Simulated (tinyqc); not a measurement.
Inside a calculation. Method: RKS/LDA (PW92) in the sto-3g basis, for BeH2, spin multiplicity 1. Computed by tinyqc, a small Python program that keeps every step (integrals from PySCF). Settings: charge = 0, multiplicity = 1, basis = sto-3g, energy threshold = 1e-09, iteration cap = 87, orthogonalisation = symmetric, start = core, DIIS depth = 0, method = RKS, functional = lda,pw, grid = [20, 14]. Command: `OMP_NUM_THREADS=1 python tinyqc.py 21668 21669 out.jsonl` (the two numbers bound the seeds that draw the settings). One thread of a shared host (Intel(R) Xeon(R) Processor @ 2.60GHz), about 0.5 s of CPU time with the checks.

Geometry (angstrom):
```
atom       x        y       z
Be    0.0000   0.0000  0.0000
H     0.0000   1.9010  0.0000
H     0.0000  -1.9010  0.0000
```

Stop when the energy changes by less than 1e-09 hartree and every element of the error matrix X^T (F D S - S D F) X is below 9e-06.

Course of the cycle:
```
iteration  E (hartree)     change  largest element of the error matrix
1           -14.393256          -                             4.24e-01
2           -14.829219  -4.36e-01                             3.43e-01
3           -14.832013  -2.79e-03                             4.28e-01
4           -14.849791  -1.78e-02                             3.39e-01
5           -14.841325   8.47e-03                             4.26e-01
6           -14.852611  -1.13e-02                             3.39e-01
7           -14.842613   1.00e-02                             4.26e-01
8           -14.853010  -1.04e-02                             3.39e-01
9           -14.842796   1.02e-02                             4.26e-01
10          -14.853067  -1.03e-02                             3.39e-01
11          -14.842822   1.02e-02                             4.26e-01
12          -14.853075  -1.03e-02                             3.39e-01
13          -14.842825   1.02e-02                             4.26e-01
14          -14.853076  -1.03e-02                             3.39e-01
...                ...        ...                                  ...
74          -14.853076  -1.03e-02                             3.39e-01
75          -14.842826   1.03e-02                             4.26e-01
76          -14.853076  -1.03e-02                             3.39e-01
77          -14.842826   1.03e-02                             4.26e-01
78          -14.853076  -1.03e-02                             3.39e-01
79          -14.842826   1.03e-02                             4.26e-01
80          -14.853076  -1.03e-02                             3.39e-01
81          -14.842826   1.03e-02                             4.26e-01
82          -14.853076  -1.03e-02                             3.39e-01
83          -14.842826   1.03e-02                             4.26e-01
84          -14.853076  -1.03e-02                             3.39e-01
85          -14.842826   1.03e-02                             4.26e-01
86          -14.853076  -1.03e-02                             3.39e-01
87          -14.842826   1.03e-02                             4.26e-01
```

Can the last value be used, and what does the course show?

Not by the stop rule. Not converged within the cap of 87 iterations: the residual has stopped falling: the iteration swings between two states. Reruns (cap 100 unless said): DIIS 8: converged in 7; damping 0.5: converged in 31; level shift 0.5: converged in 16; atomic densities as start, DIIS 8: converged in 6; the original settings with a cap of 400: not converged. PySCF RKS in the same basis, fine grid = -15.317633 hartree, which differs from a converged run on this coarse grid by the grid error.
